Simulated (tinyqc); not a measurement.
When the interface binds a state: heterojunction of two tight-binding chains.

Left chain: hopping -t1, sites at 2 t1 (band bottom 0). Right chain: hopping -t2, sites at dE + 2 t2 (bottom dE). t = c/(m a^2), c = hbar^2/2m0. The bond across the interface is -tc with tc = f sqrt(t1 t2), and the last left site has the extra energy U. In a chain E = bottom + 2t (1 - cos(ka)); the surface Green function of a half chain is g = -exp(ika)/t, with Im k > 0 where cos(ka) > 1.

Constants: hbar^2/2m0 = 3.80998211 eV angstrom^2.

Values chosen for the exercise (masses and offset of the size met at InGaAs / InP; shifted at random, so the results belong to these values and not to a real crystal):
```
symbol  value  unit      meaning
a       3      angstrom  site spacing
m1      0.039  m0        mass on the left
m2      0.08   m0        mass on the right
dE      0.22   eV        band offset
f       1                factor on the interface hopping
```

A state below both bands solves E - 2 t1 - U - S1(E) - S2(E) = 0 for E < 0, with S1 = -t1 z1, S2 = -(tc^2/t2) z2 and |z| < 1 the decaying root of z + 1/z = 2 - (E - bottom)/t. Decay lengths -a/ln|z|. The threshold is the U that solves the equation at E = 0. A dash: no bound state.

Interface state:
```
U (eV),E (eV),decay left (angstrom),decay right (angstrom)
-0.60,-,-,-
-1.20,-,-,-
-1.80,-,-,-
-2.20,-0.0032,174.8,14.6
-2.60,-0.0229,65.3,14.0
-3.20,-0.0731,36.6,12.8
-4.00,-0.1673,24.2,11.1
-6.00,-0.5156,13.8,8.1
```

threshold U = -1.9991 eV

What can be read from this table?

The step pushes the state out, so an attraction must exceed 1.9991 eV to bind; 5 of the 8 rows are bound. At U = -6 eV the state decays over 13.8 angstrom to the left and 8.1 to the right, where the band lies higher.

tinyqc: `OMP_NUM_THREADS=1 python tinyqc.py 1480384 1480385 out.jsonl`; about 0.01 s, one thread, shared Intel(R) Xeon(R) Processor @ 2.30GHz.
